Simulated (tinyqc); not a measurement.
Inside a calculation. Model: implanted layer, carriers, mobility and sheet resistance.

Numbers from tinyqc (`OMP_NUM_THREADS=1 python tinyqc.py 2110024 2110025 out.jsonl`; about 0.01 s on one thread of a shared Intel Xeon 2.30GHz). Printed values are rounded.

A p-type layer from the surface x = 0 to the junction xj, N(x) = N0 exp(-(x - Rp)^2/(2 sg^2)). Local neutrality (no depletion at surface or junction, no spilling of carriers), intrinsic carriers neglected, full ionisation of active dopants.

Values chosen for this exercise; values close to those of boron in silicon over an n-type background:

| symbol | value | unit | meaning |
|---|---|---|---|
| T | 400 | K | temperature |
| Nb | 5.9e15 | cm^-3 | background doping of the opposite type |
| N0 | 1.4e20 | cm^-3 | peak chemical concentration |
| m1 | 44 | cm^2/(V s) | mobility limit at high doping |
| m2 | 489 | cm^2/(V s) | mobility limit at low doping, at 300 K |
| Nr | 2.17e17 | cm^-3 | reference doping of the mobility law |
| am | 0.7 |  | exponent of the mobility law |
| bt | 1.8 |  | temperature exponent of m2 |
| Ns | 1.95e20 | cm^-3 | solubility limit of active dopant |
| sg | 7.6 | nm | straggle after annealing |
| Rp | 9.1 | nm | projected range |

Constants: q = 1.602176634e-19 C. Results are converted to the units shown.

## Junction depth and local values

xj = Rp + sg sqrt(2 ln(N0/Nb)); 10 equal steps from 0 to xj. Active dopant A = min(N, Ns); p = A - Nb; mobility mu = m1 + (m2 (T/300 K)^(-bt) - m1)/(1 + ((A + Nb)/Nr)^am).

xj = 43.2145 nm

```
point,x (nm),N (cm^-3),A (cm^-3),p (1e20 cm^-3),mu (cm^2/(V s))
0,0.0000,6.83606e19,6.83606e19,0.68355,48.3328
1,4.3215,1.14890e20,1.14890e20,1.14884,47.0288
2,8.6429,1.39747e20,1.39747e20,1.39741,46.6449
3,12.9644,1.23023e20,1.23023e20,1.23017,46.8889
4,17.2858,7.83818e19,7.83818e19,0.78376,47.9435
5,21.6073,3.61433e19,3.61433e19,0.36137,50.7025
6,25.9287,1.20621e19,1.20621e19,0.12056,58.0079
7,30.2502,2.91344e18,2.91344e18,0.02908,78.5057
8,34.5716,5.09296e17,5.09296e17,0.00503,131.351
9,38.8931,6.44346e16,6.44346e16,0.00059,214.065
10,43.2145,5.9e15,5.9e15,0.00000,262.847
```

The mobility runs from 46.6 to 263 cm^2/(V s).

## Sheet quantities by the trapezoid rule

Dose = integral of N, carrier sheet density = integral of p, 1/Rs = q integral of p mu, mean mobility 1/(q Rs sheet density), Hall mobility (unit Hall factor) = integral of p mu^2 over integral of p mu, Hall sheet density = (integral of p mu)^2/integral of p mu^2; all from 0 to xj.

dose = 2.3419e14 cm^-2
carrier sheet density = 2.3416e14 cm^-2
Rs = 556.85 ohm/square
mean mobility = 47.867 cm^2/(V s)
Hall mobility = 48.245 cm^2/(V s)
Hall sheet density = 2.3233e14 cm^-2

Carriers make up 100 % of the dose. A Hall measurement weights the mobile tail, so its sheet density is 0.78 % below the true one. With 4000 steps Rs = 553.1 ohm/square; the coarse value is 0.69 % above it.
